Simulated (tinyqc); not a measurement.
Band filling: full bands against the rectangular model: Slater-Koster d bands of an fcc metal.

Slater-Koster d bands. For a bond with direction cosines (l, m, n) the 5 x 5 block is dds Ps + ddp Pp + ddd (1 - Ps - Pp), the projectors on sigma, pi and delta states about the bond; for instance <xy|xy> = 3 l^2 m^2 dds + (l^2 + m^2 - 4 l^2 m^2) ddp + (n^2 + l^2 m^2) ddd, <xy|yz> = 3 l m^2 n dds + l n (1 - 4 m^2) ddp + l n (m^2 - 1) ddd and <3z2-r2|3z2-r2> = (n^2 - (l^2 + m^2)/2)^2 dds + 3 n^2 (l^2 + m^2) ddp + (3/4)(l^2 + m^2)^2 ddd. H(k) sums the blocks times cos(k.R) over the neighbours; the d level is the zero of energy; k in 2 pi/a.

Neighbours: twelve at (a/2)(1,1,0) and equivalents.

Mesh: k = f1 b1 + f2 b2 + f3 b3 with fractions (j + 1/2)/N, j = 0 to N - 1, and b = (-1,1,1), (1,-1,1), (1,1,-1) for fcc, (0,1,1), (1,0,1), (1,1,0) for bcc, unit vectors for simple cubic. The lowest Nd/10 of all levels are filled with two electrons each; the bond energy is their sum per atom.

Parameters, chosen for this exercise (of the size met in Co; shifted at random, so the results belong to these values and not to a real crystal):

| symbol | value | unit | meaning |
|---|---|---|---|
| dds | -0.482 | eV | dd sigma |
| ddp | 0.236 | eV | dd pi |
| ddd | -0.077 | eV | dd delta |
| N | 10 |  | mesh |

W = sqrt(12 mu2) with mu2 the mean square level on the mesh; rectangular model: Fermi level W (Nd/10 - 1/2), bond energy -W Nd (10 - Nd)/20. The Fermi level of the mesh is the highest filled level.

Per atom (eV):

| Nd | EF, bands | bond energy, bands | EF, rectangle | bond energy, rectangle |
|---|---|---|---|---|
| 1 | -1.186 | -1.468 | -1.280 | -1.440 |
| 2 | -0.974 | -2.545 | -0.960 | -2.560 |
| 3 | -0.658 | -3.354 | -0.640 | -3.360 |
| 4 | -0.432 | -3.898 | -0.320 | -3.840 |
| 5 | 0.042 | -4.074 | 0.000 | -4.000 |
| 6 | 0.421 | -3.850 | 0.320 | -3.840 |
| 7 | 0.686 | -3.279 | 0.640 | -3.360 |
| 8 | 0.948 | -2.462 | 0.960 | -2.560 |
| 9 | 1.228 | -1.359 | 1.280 | -1.440 |

W = 3.200 eV
full width on the mesh = 3.631 eV

The bond energy is deepest at Nd = 5 (-4.074 eV); the rectangle has its minimum at 5. The two differ most at Nd = 8, by 0.098 eV or 2 % of the deepest value: the second moment fixes the parabola, and higher moments the rest. At Nd = 3 and 7 the bands give -3.354 and -3.279 eV, a skew towards less than half filling.

Run: tinyqc, `OMP_NUM_THREADS=1 python tinyqc.py 1452184 1452185 out.jsonl`; Intel(R) Xeon(R) Processor @ 2.30GHz, one thread, shared host; about 0.06 s of CPU time with all checks.
